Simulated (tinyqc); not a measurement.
Deep-level transient spectroscopy: the DLTS spectrum.

Schottky contact on an n-type layer with shallow donors Nd (all ionised) and a donor-like deep trap, neutral when filled and positive when empty; depletion approximation. Traps within lam of the depletion edge stay filled. A long pulse to Vp fills the traps beyond x1 = Wp - lam; back at Vr those between x1 and x2 = Wr - lam emit. A rate window reads S = C(t2) - C(t1).

Emission rate en = sn vth(T) Nc(T) exp(-Et/kB T) = sn g T^2 exp(-Et/kB T), g = vth Nc/(300 K)^2, as vth goes as T^0.5 and Nc as T^1.5 (degeneracy factor 1). lam = sqrt(2 eps0 eps_r (EF - ET)/(q Nd)), EF - ET = Et - (kB T/q) ln(Nc(T)/Nd), Nc(T) = Nc (T/300 K)^1.5. In the steady state at the band bending V, 2 eps0 eps_r V/q = Nd W^2 + Nt (W - lam)^2 (the second term only if W > lam). W(t)^2 = Wr^2 + (Nt/Nd)(x2^2 - x1^2) exp(-en t), C = eps0 eps_r/W; for small Nt, dC/C = -(Nt/2 Nd) G exp(-en t) with G = (x2^2 - x1^2)/Wr^2. For an exponential transient S peaks where en = ew = ln(t2/t1)/(t2 - t1).

Values chosen for this exercise; material values those of a made-up semiconductor:
```
symbol,value,unit,meaning
eps_r,11.9,,relative permittivity
Nc,4.62e17,cm^-3,conduction-band density of states at 300 K
vth,4e7,cm/s,thermal velocity at 300 K
Nd,4.7e15,cm^-3,shallow donor density
Vbi,0.67,V,built-in voltage
Et,0.45,eV,depth of the trap below the conduction edge
sn,6.7e-16,cm^2,capture cross-section
Nt,3.5e14,cm^-3,trap density
Vr,3.6,V,reverse bias
Vp,0.5,V,reverse bias during the filling pulse
t1,5,ms,first sampling time
t2,20,ms,second sampling time
```

Constants: q = 1.602176634e-19 C, kB = 1.380649e-23 J/K, eps0 = 8.8541878128e-14 F/cm where lengths are in cm. Results are converted to the units shown.

Result of one run:
```
en (1/s),S (pF/cm^2)
187.4,60.07
```

Which temperature of the transient T gave this result: 254, 264, 291 or 328 K?

T = 291 K.

The whole series:
```
T (K),en (1/s),S (pF/cm^2)
236,1.882,4.229
245,4.572,9.989
254,10.46,21.39
264,24.62,42.84
273,50.53,65.60
282,99.27,75.96
291,187.4,60.07
300,341.3,29.73
310,638.9,6.809
319,1088,0.7241
328,1803,0.02042
337,2912,8.024e-5
```

S goes from 4.23 through a maximum of 76.0 (at T = 282 K among the rows listed) to 8.02e-5 pF/cm^2; en equals ew = 92.4 1/s at 281.0 K. Colder, the trap has hardly emitted by t2; warmer, it is empty before t1. Rows above half of the largest S span 264 to 291 K.

Computed by the program tinyqc: `OMP_NUM_THREADS=1 python tinyqc.py 2050108 2050109 out.jsonl`, one thread of a shared Intel Xeon 2.30GHz, about 0.01 s for the whole run.
